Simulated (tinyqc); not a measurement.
# One-dimensional ballistic tunnel FET, two-band WKB, step by step

Program tinyqc, `OMP_NUM_THREADS=1 python tinyqc.py 2620131 2620132 out.jsonl`; Intel Xeon 2.30GHz, shared host, one thread, about 0.01 s. Printed values are rounded.

A p-type source for x < 0 with its Fermi level at 0 and its valence edge at ds; in the channel the bands fall as D exp(-x/lam) towards their flat values, with the conduction edge at Ec = ds - dP and D = dP + Eg. The gate moves dP one to one. The drain Fermi level lies at -Vd and the drain side reflects nothing. For w = E - Ec between 0 and dP an electron crosses the gap. Two-band dispersion with equal masses m: inside the gap kappa = sqrt(m u (1 - u/Eg)/C), u the distance from a band edge, C = hbar^2/(2 m0).

Parameters, values chosen for the exercise; band and dielectric values close to those of germanium:
```
symbol  value  unit                                           meaning
T         200     K                                       temperature
Eg      0.656    eV                                          band gap
m        0.06    m0              band-edge mass of the two-band model
lam       3.1    nm           screening length of the source junction
ds       0.14    eV  source valence edge above the source Fermi level
Vd        0.3     V                                        drain bias
g           1              number of degenerate subbands (spin apart)
dP       0.29    eV        tunnelling window Ev(source) - Ec(channel)
w0       0.18    eV          energy above the channel conduction edge
nc         10                                       cells of the path
nE         13                               points of the energy grid
```

Constants: q = 1.602176634e-19 C, kB = 1.380649e-23 J/K, hbar = 1.054571817e-34 J s, h = 6.62607015e-34 J s, m0 = 9.1093837015e-31 kg, Vt = kB T/q, hbar^2/(2 m0) = 0.0380998212 eV nm^2. Results are converted to the units shown.

Range of the model: The two-band model describes a direct gap; phonon-assisted tunnelling across an indirect gap is left out.

## The path through the gap by the midpoint rule

At w = w0 the path runs from xa = lam ln(D/(w + Eg)) to xb = lam ln(D/w); u(x) = w + Eg - D exp(-x/lam) is the height above the valence edge. Cut it into nc equal cells: S = 2 (cell width) times the sum of kappa at the centres.

xa = 0.383203 nm
xb = 5.14379 nm

```
cell	x (nm)	u (eV)	kappa (1/nm)
0	0.62123	0.061789	0.296884
1	1.09729	0.172003	0.447045
2	1.57335	0.266527	0.499197
3	2.04941	0.347596	0.507294
4	2.52547	0.417123	0.489082
5	3.00152	0.476753	0.452934
6	3.47758	0.527895	0.402921
7	3.95364	0.571756	0.340046
8	4.42970	0.609373	0.261171
9	4.90576	0.641634	0.148753
```

S = 3.66120

## The exponent in closed form

S(w) = 2 lam int_0^Eg kappa(u) du/(w + Eg - u) = 2 pi lam sqrt(m/(C Eg)) [w + Eg/2 - sqrt(w (w + Eg))], T(w) = exp(-S). The common triangular estimate is S = (4/3) lam sqrt(m/C) Eg^1.5/(dP + Eg) for all w.

S(w0) = 3.62396
T(w0) = 0.0266768
triangular S = 2.91326

The midpoint value is 1.0 % above the closed form, and the triangular estimate 20 % below it.

## Current on a coarse grid

S(w) = 2 lam int_0^Eg kappa(u) du/(w + Eg - u) = 2 pi lam sqrt(m/(C Eg)) [w + Eg/2 - sqrt(w (w + Eg))], T(w) = exp(-S). I = g (2 q^2/h) int_0^dP T(w) [f(E) - f(E + Vd)] dw, E = ds - dP + w, f(x) = 1/(1 + exp(x/Vt)). Simpson's rule on nE equally spaced points.

```
point	w (eV)	T(w)	difference of the f
0	0.000000	5.02405e-5	0.999668
1	0.024167	0.00116059	0.999285
2	0.048333	0.00306068	0.997255
3	0.072500	0.00579359	0.988975
4	0.096667	0.00931969	0.956666
5	0.120833	0.0135800	0.844530
6	0.145000	0.0185064	0.572024
7	0.169167	0.0240275	0.247480
8	0.193333	0.0300729	0.0748609
9	0.217500	0.0365750	0.0195215
10	0.241667	0.0434706	0.00487505
11	0.265833	0.0507015	0.00120394
12	0.290000	0.0582147	2.96501e-4
```

I = 0.0938853 uA

A converged quadrature gives 0.09401 uA; this grid is 0.13 % below that.
